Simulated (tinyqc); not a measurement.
Schottky barrier on an n-type semiconductor, non-linear Poisson equation by Newton steps: two steps of the calculation.

One dimension, metal at x = 0, donor density C(x) = Nd, uniform. Energies are counted from the electron Fermi level of the semiconductor and the conduction-band edge is Ec = -psi, so n = Nc exp(psi/Vt); holes follow the Fermi level of the metal, at -V, so p = Nv exp((V - psi - Eg)/Vt). Ends: psi(0) = V - phiB and psi = Vt ln(Nd/Nc) deep inside. Boltzmann statistics, full ionisation, no current, no image force in the Poisson equation.

Parameters, values chosen for the exercise; band and dielectric values close to those of indium phosphide:
- T = 350 K (temperature)
- Eg = 1.33 eV (band gap)
- Nc = 7.13e17 cm^-3 (conduction-band density of states at T)
- Nv = 1.4e19 cm^-3 (valence-band density of states at T)
- V = -2.8 V (bias of the metal against the semiconductor)

Constants: q = 1.602176634e-19 C, kB = 1.380649e-23 J/K, Vt = kB T/q. Results are converted to the units shown.

Question 1. Densities, residual and Jacobian diagonal. n_i = Nc exp(psi_i/Vt), p_i = Nv exp((V - psi_i - Eg)/Vt), rho_i = p_i - n_i + C_i, g_i = (n_i + p_i)/Vt. Box widths w_i = (h_(i-1) + h_i)/2 in cm. Residual F_i = a_i (psi_(i+1) - psi_i) - a_(i-1) (psi_i - psi_(i-1)) + q rho_i w_i; Jacobian: a_(i-1) and a_i beside the diagonal, b_i = -a_(i-1) - a_i - q g_i w_i on it. The two end nodes are fixed.

x, node 0 to 10 (nm): [0, 9.9, 22.5, 38.4, 58.6, 84.1, 117, 158, 210, 276, 360]
coupling a_i, interval 0 to 9 (F/cm^2): [1.1090094e-6, 8.7136451e-7, 6.9051528e-7, 5.4352440e-7, 4.3055658e-7, 3.3371407e-7, 2.6778519e-7, 2.1113832e-7, 1.6635141e-7, 1.3070468e-7]
psi at the start, node 0 to 10 (V): [-3.6300000, -0.0450693, -0.0450693, -0.0450693, -0.0450693, -0.0450693, -0.0450693, -0.0450693, -0.0450693, -0.0450693, -0.0450693]
donor density C, node 0 to 10 (cm^-3): [1.6e17, 1.6e17, 1.6e17, 1.6e17, 1.6e17, 1.6e17, 1.6e17, 1.6e17, 1.6e17, 1.6e17, 1.6e17]

Find: n; p; residual F; diagonal b.

Answer 1.

n, node 0 to 10 (cm^-3): [3.832e-35, 1.600e17, 1.600e17, 1.600e17, 1.600e17, 1.600e17, 1.600e17, 1.600e17, 1.600e17, 1.600e17, 1.600e17]
p, node 0 to 10 (cm^-3): [8.840e11, 2.117e-40, 2.117e-40, 2.117e-40, 2.117e-40, 2.117e-40, 2.117e-40, 2.117e-40, 2.117e-40, 2.117e-40, 2.117e-40]
residual F, node 1 to 9 (in units of 1e-6 C/cm^2): [-3.976, 0.000, 0.000, 0.000, 0.000, 0.000, 0.000, 0.000, 0.000]
diagonal b, node 1 to 9 (F/cm^2): [-2.937e-6, -2.773e-6, -2.768e-6, -2.916e-6, -3.246e-6, -3.742e-6, -4.431e-6, -5.392e-6, -6.672e-6]

Question 2. Newton step. Solve the tridiagonal system a_(i-1) d_(i-1) + b_i d_i + a_i d_(i+1) = -F_i for nodes 1 to 9, with d = 0 on fixed nodes. Each component d is damped to sign(d) Vt ln(1 + |d|/Vt) before it is added.

coupling a_i, interval 0 to 9 (F/cm^2): [1.1090094e-6, 8.7136451e-7, 6.9051528e-7, 5.4352440e-7, 4.3055658e-7, 3.3371407e-7, 2.6778519e-7, 2.1113832e-7, 1.6635141e-7, 1.3070468e-7]
diagonal b, node 1 to 9 (F/cm^2): [-1.9991750e-6, -1.6301249e-6, -1.5213558e-6, -2.0381835e-6, -2.9992291e-6, -3.7112691e-6, -4.4287892e-6, -5.3920316e-6, -6.6716196e-6]
residual F, node 1 to 9 (C/cm^2): [-3.7883607e-6, 3.1816956e-8, 3.0188798e-8, 1.5335950e-8, 1.9489894e-9, 4.7164704e-11, 3.4736235e-13, 1.0555671e-15, ~0]
psi after iteration 1, node 0 to 10 (V): [-3.6300000, -0.1635717, -0.1318184, -0.0955928, -0.0632154, -0.0482294, -0.0453662, -0.0450874, -0.0450700, -0.0450693, -0.0450693]

Wanted: Newton step d, before damping; psi after iteration 2.

Answer 2.

Newton step d, before damping, node 1 to 9 (V): [-2.6684, -1.7746, -0.8681, -0.2309, -0.0328, -0.0030, -0.0002, 0.0000, 0.0000]
psi after iteration 2, node 0 to 10 (V): [-3.6300, -0.2991, -0.2552, -0.1980, -0.1283, -0.0704, -0.0482, -0.0453, -0.0451, -0.0451, -0.0451]

Program tinyqc, `OMP_NUM_THREADS=1 python tinyqc.py 2020042 2020043 out.jsonl`; Intel Xeon 2.30GHz, shared host, one thread, about 0.06 s.

~0 in a residual or rate marks an entry under 1e-11 of the largest of its column.
